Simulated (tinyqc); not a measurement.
Inputs raised by 2 %, one at a time: Gupta-type many-body potential for a metal. Computed by tinyqc, a small Python program. Command: `OMP_NUM_THREADS=1 python tinyqc.py 3019065 3019066 out.jsonl gupta sens`. One thread of a shared host (Intel(R) Xeon(R) Processor @ 2.30GHz), about 0.02 s of CPU time with the checks.

E_i = sum_j A exp(-p (r_ij/r0 - 1)) - xi rho_i^gamma, with rho_i = sum_j exp(-2 q (r_ij/r0 - 1)); gamma = 1/2 is the tight-binding second-moment form. The crystal is fcc unless stated; d is the neighbour distance and a fixed number of shells is kept.

Inputs (values chosen for the exercise, modelled on lead):
```
quantity,value,unit
repulsion A,0.095,eV
hopping xi,0.894,eV
decay p,9.86,-
decay q,3.72,-
reference distance r0,3.501,angstrom
shells kept,1,-
embedding exponent gamma,0.5,-
```

Constants: 1 eV/angstrom^3 = 160.2176634 GPa.

Method:
- fcc shells: d sqrt(k), k = 1..5, with 12, 6, 24, 12, 24 atoms; Omega = d^3/sqrt2.
- Equilibrium: dE/dd = 0; B = d^2 E''(d)/(9 Omega).
- Second derivatives of E/Omega at equilibrium under homogeneous strain: e_xx = h gives C11; e_xx = -e_yy = h gives 2 (C11 - C12); e_xy = e_yx = h/2 gives C44.

Runs:
```
input moved,from,to,cohesive energy E_c (eV),neighbour distance d (angstrom),bulk modulus B (GPa),Cauchy pressure C12 - C44 (GPa)
base run,-,-,1.9575,3.4870,42.293,25.624
repulsion A (eV),0.095,0.0969,1.9341,3.4983,41.654,25.236
hopping xi (eV),0.894,0.91188,2.0207,3.4757,43.801,26.538
decay p,9.86,10.0572,1.9569,3.4983,42.986,25.233
decay q,3.72,3.7944,1.9588,3.4754,43.312,27.094
reference distance r0 (angstrom),3.501,3.57102,1.9575,3.5567,39.853,24.146
embedding exponent gamma,0.5,0.51,2.0396,3.4610,45.284,27.217
```

Exponents ln(y'/y) / ln(x'/x):
```
input,cohesive energy E_c,neighbour distance d,bulk modulus B,Cauchy pressure C12 - C44
repulsion A,-0.606,0.163,-0.769,-0.769
hopping xi,1.606,-0.164,1.770,1.770
decay p,-0.014,0.164,0.821,-0.775
decay q,0.034,-0.168,1.203,2.818
reference distance r0,0.000,1.000,-3.000,-3.000
embedding exponent gamma,2.074,-0.377,3.451,3.047
```

Which inputs matter most for each result?

Among the inputs moved here: cohesive energy E_c answers most in size to embedding exponent gamma (exponent +2.074), next to hopping xi (+1.606); its exponent is below 0.0005 for reference distance r0. Its exponent 0.000 in reference distance r0: energies do not depend on the length scale. Neighbour distance d answers most in size to reference distance r0 (exponent +1.000), next to embedding exponent gamma (-0.377). Its exponent +1.000 in reference distance r0: r0 is the length scale. Bulk modulus B answers most in size to embedding exponent gamma (exponent +3.451), next to reference distance r0 (-3.000). Its exponent -3.000 in reference distance r0: energy over volume. Cauchy pressure C12 - C44 answers most in size to embedding exponent gamma (exponent +3.047), and about equally to reference distance r0 (-3.000).
